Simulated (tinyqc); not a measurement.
Inside a calculation. Method: tight binding, dimerised chain. One step of it, computed by the program tinyqc.

Task: Open chain of 5 cells. The same hoppings without the wrap-around bond.

H of the open chain (eV), lower triangle:
```
            1          2          3          4          5          6          7          8
1    0.150000
2   -1.620000  -0.150000
3    0.000000  -1.270000   0.150000
4    0.000000   0.000000  -1.620000  -0.150000
5    0.000000   0.000000   0.000000  -1.270000   0.150000
6    0.000000   0.000000   0.000000   0.000000  -1.620000  -0.150000
7    0.000000   0.000000   0.000000   0.000000   0.000000  -1.270000   0.150000
8    0.000000   0.000000   0.000000   0.000000   0.000000   0.000000  -1.620000  -0.150000
9    0.000000   0.000000   0.000000   0.000000   0.000000   0.000000   0.000000  -1.270000
10   0.000000   0.000000   0.000000   0.000000   0.000000   0.000000   0.000000   0.000000

            9         10
9    0.150000
10  -1.620000  -0.150000
```

Give: levels; weights of the highest filled level on the sites.

Result:

levels (eV): -2.7813  -2.4538  -1.9429  -1.3063  -0.6696  0.6696  1.3063  1.9429  2.4538  2.7813

weights of the highest filled level on the sites: 0.1015  0.0260  0.1160  0.0892  0.0975  0.1537  0.0566  0.1829  0.0165  0.1602

The bulk gap runs from -0.3808 to 0.3808 eV; no level of this chain lies inside it.
